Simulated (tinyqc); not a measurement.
Harmonic transition-state theory with quantum, tunnelling and friction corrections. Changing the imaginary frequency at the saddle nu_b. Computed by tinyqc, a small Python program. Command: `OMP_NUM_THREADS=1 python tinyqc.py 3014111 3014112 out.jsonl rates sweep`. One thread of a shared host (Intel(R) Xeon(R) Processor @ 2.30GHz), about 0.02 s of CPU time with the checks.

One atom hops between equivalent sites; three modes at the minimum and two real modes at the saddle are treated as harmonic, the rest of the crystal as unchanged; melting is ignored, so hot rows may lie above the melting point.

Inputs (values chosen for the exercise, modelled on interstitial carbon in iron): barrier E_b = 0.806 eV; temperature T = 652 K.

Lattice of sites: three-dimensional.

Constants: h x 1 THz = 4.135667696 meV; k_B = 8.617333262e-05 eV/K.

Method. With u = h nu_b/(k_B T): Wigner factor 1 + u^2/24; parabolic barrier (Bell) (u/2)/sin(u/2), valid above T_c = h nu_b/(2 pi k_B); symmetric Eckart barrier: kappa = int_0^infinity P(E) exp(-(E - E_b)/(k_B T)) dE/(k_B T), P = (cosh 2a - 1)/(cosh 2a + cosh 2d), a = alpha sqrt(E/E_b), alpha = 2 pi E_b/(h nu_b), 2d = 2 sqrt(alpha^2 - pi^2/4).

One run for each value:
```
imaginary frequency at the saddle nu_b (THz)  Eckart factor  Wigner factor  crossover temperature T_c (K)
2.2                                                  1.0012         1.0011                         16.804
2.8                                                  1.0019         1.0018                         21.387
3.7                                                  1.0033         1.0031                         28.261
4.7                                                  1.0054         1.0050                         35.900
6.1                                                  1.0090         1.0084                         46.593
7.9                                                  1.0152         1.0141                         60.342
10.0                                                 1.0245         1.0226                         76.382
13.0                                                 1.0418         1.0382                         99.297
```

Over the rows, Eckart factor rises from 1.00 to 1.04 (exponent d ln y / d ln x 0.0030 between the first rows and 0.064 between the last); Wigner factor rises from 1.00 to 1.04 (exponent d ln y / d ln x 0.0028 between the first rows and 0.058 between the last); crossover temperature T_c (K) rises from 16.8 to 99.3 (exponent d ln y / d ln x about 1.0 throughout). The exponent of crossover temperature T_c stays at 1: T_c = h nu_b/(2 pi k_B). A larger nu_b means a narrower barrier of the same height.

Extremes, crossings and ranges named in words are read from the listed rows.
